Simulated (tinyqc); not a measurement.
Plane-wave Kohn-Sham cycle with exchange-only LDA in a layered model solid, step by step. One step of it, computed by the program tinyqc.

Problem. Iteration 2: Hamiltonian at one k. H(m,m') = (k + G_m)^2/2 delta + V(G_m - G_m'), with V(-G) = V(G).

A solid whose potential varies along x alone (atomic units):
```
parameter                      value
period a                   11.400000
cross-section of the cell  11.000000
electrons per cell                 2
grid points                       16
plane waves -n..n, n               2
k points                           2
V1 in V1 cos(2 pi x/a)     -0.670000
V2 in V2 cos(4 pi x/a)     -0.230000
```

V(G_m), m = 0, 1, 2, ... (hartree): [-0.215085, 0.055659, -0.073796, 0.008287, 0.003721]

k = 0.250000 2 pi / a

Give: H.

Solution.

H (hartree), order -2, -1, +0, +1, +2:
$$\begin{pmatrix}
0.2501 & 0.0557 & -0.0738 & 0.0083 & 0.0037 \\
0.0557 & -0.1296 & 0.0557 & -0.0738 & 0.0083 \\
-0.0738 & 0.0557 & -0.2056 & 0.0557 & -0.0738 \\
0.0083 & -0.0738 & 0.0557 & 0.0222 & 0.0557 \\
0.0037 & 0.0083 & -0.0738 & 0.0557 & 0.5538
\end{pmatrix}$$
